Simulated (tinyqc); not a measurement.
## Undoped symmetric double-gate MOSFET, analytic potential model: effect of the temperature

An undoped body of thickness ts between two equal insulators and tied gates; long channel, electrons only, n = ni exp((psi - V)/Vt) with V the quasi-Fermi potential (0 at the source, Vd at the drain), constant mobility, no quantisation. Across the body psi(x) = V - 2 Vt ln[(ts/(2 beta)) sqrt(q ni/(2 eps0 eps_r Vt)) cos(2 beta x/ts)], x from the centre. Q is the electron charge per area of the whole body.

Nc and Nv are given at 300 K and scale as (T/300 K)^1.5; Eg and mu are held fixed. ni = sqrt(Nc Nv) exp(-Eg/(2 Vt)), Eg in volts; r = eps_r tox/(eox ts); V0 = dphi + 2 Vt ln[(2/ts) sqrt(2 eps0 eps_r Vt/(q ni))]. beta (between 0 and pi/2) solves (Vg - V0 - V)/(2 Vt) = ln(beta) - ln(cos beta) + 2 r beta tan(beta). Q = 8 eps0 eps_r Vt beta tan(beta)/ts; I = mu (1/L)(4 eps0 eps_r/ts)(2 Vt)^2 [g(beta_s) - g(beta_d)] per width, g = beta tan(beta) - beta^2/2 + r beta^2 tan^2(beta), with beta_s at V = 0 and beta_d at V = Vd.  I(low) is taken at Vg = 0.15 V, Qs and I(high) at Vg = 0.9 V.

Parameters, values chosen for the exercise; material values close to those of silicon:
```
symbol    value        unit                                                         meaning
Eg         1.12          eV                                                        band gap
eps_r      11.5                                  relative permittivity of the semiconductor
Nc      2.83e19       cm^-3  conduction-band density of states at the reference temperature
Nv      2.61e19       cm^-3     valence-band density of states at the reference temperature
eox          26                                 relative permittivity of the gate insulator
tox          12          nm                                             insulator thickness
ts            5          nm                                                  body thickness
dphi      -0.12           V              gate work function less that of the intrinsic body
mu          130  cm^2/(V s)                                                channel mobility
L             1          um                                                     gate length
Vd         0.05           V                                                   drain voltage
```

Constants: q = 1.602176634e-19 C, kB = 1.380649e-23 J/K, Vt = kB T/q, eps0 = 8.8541878128e-14 F/cm where lengths are in cm. Results are converted to the units shown.

Effect of the temperature:
```
T (K)	V0 (V)	I(low) (nA/um)	Qs(high) (nC/cm^2)	I(high) (uA/um)
220	0.4118	7.112e-4	1627	10.00
250	0.4066	0.005961	1633	10.05
280	0.4012	0.03245	1641	10.10
310	0.3957	0.1296	1651	10.17
340	0.3900	0.4114	1663	10.26
370	0.3843	1.095	1676	10.34
400	0.3784	2.541	1690	10.44
430	0.3725	5.279	1706	10.55
```

What does the table show?

As T goes from 220 to 430 K, I(low) rises from 7.11e-4 to 5.28 nA/um and I(high) rises from 10.0 to 10.5 uA/um. V0 falls from 0.412 to 0.372 V. In every row the surface density at the source at the higher gate voltage passes 0.3 Nc, where Boltzmann statistics fail. In every row the mobility is held fixed, though a real one changes with T. In every row the body is thin enough for quantum confinement, left out here, to raise the threshold.

tinyqc, about 0.03 s, one thread, Intel Xeon 2.30GHz (shared host): `OMP_NUM_THREADS=1 python tinyqc.py 2440140 2440141 out.jsonl`
